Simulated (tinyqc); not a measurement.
The mobility curve: inversion-layer mobility, back-scattering and ballistic limit of a field-effect transistor. Computed by tinyqc, a small Python program. Command: `OMP_NUM_THREADS=1 python tinyqc.py 3015279 3015280 out.jsonl mos walk`. One thread of a shared host (Intel(R) Xeon(R) Processor @ 2.30GHz), about 0.01 s of CPU time with the checks.

The charge at the top of the source barrier is fixed by the gate; series resistance and short-channel effects are left out. F_j are Fermi integrals normalised to exp(eta) in the classical limit.

Inputs (values chosen for the exercise, modelled on a strained silicon n-channel):
```
quantity                                       value        unit
weight w of the inversion charge                 0.5           -
permittivity eps                                11.7           -
phonon mobility at 1 MV/cm and 300 K, mu_ph      560  cm^2/(V s)
roughness mobility at 1 MV/cm, mu_sr            2300  cm^2/(V s)
Coulomb mobility at N_inv = 1e12/cm^2, mu_C      550  cm^2/(V s)
electrical oxide thickness t_inv                 4.5          nm
depletion charge N_dep                       2.2e+12      1/cm^2
temperature T                                    300           K
```

Statistics at the top of the barrier: Fermi-Dirac.

Constants: eps_0 = 8.8541878128e-12 F/m; e = 1.602176634e-19 C.

Method. N_inv = 3.9 eps_0 (V_G - V_T)/(e t_inv); effective field E_eff = e (N_dep + w N_inv)/(eps eps_0). mu_phonon = mu_ph (E_eff/1 MV/cm)^(-0.3) (T/300 K)^(-1.75); mu_rough = mu_sr (E_eff/1 MV/cm)^(-2); mu_Coulomb = mu_C (N_inv/1e12 cm^-2) (T/300 K); Matthiessen's rule adds 1/mu.

Mobilities (cm^2/(V s)):
```
V_G - V_T (V)  N_inv (1/cm^2)  E_eff (MV/cm)  phonon  roughness  Coulomb   total
0.03               1.4369e+11        0.35136  766.41      18630     79.0   71.37
0.06               2.8737e+11        0.36247  759.29      17506    158.1  129.85
0.12               5.7474e+11        0.38469  745.85      15542    316.1  218.89
0.20               9.5790e+11        0.41432  729.43      13398    526.8  299.07
0.35               1.6763e+12        0.46988  702.41      10417    922.0  383.98
0.50               2.3948e+12        0.52544  679.25       8331   1317.1  425.26
0.75               3.5921e+12        0.61803  646.97       6022   1975.7  450.88
1.00               4.7895e+12        0.71062  620.44       4555   2634.2  452.30
1.50               7.1843e+12        0.89581  578.79       2866   3951.3  429.24
```

What does the comparison show, and why?

The lowest part is Coulomb from 0.0300 to 0.200, phonon from 0.350 to 1.50 V. The total peaks at 452 near E_eff = 0.71 MV/cm: screening lifts it at low density and the field presses it down at high density.

Extremes, crossings and ranges named in words are read from the listed rows.
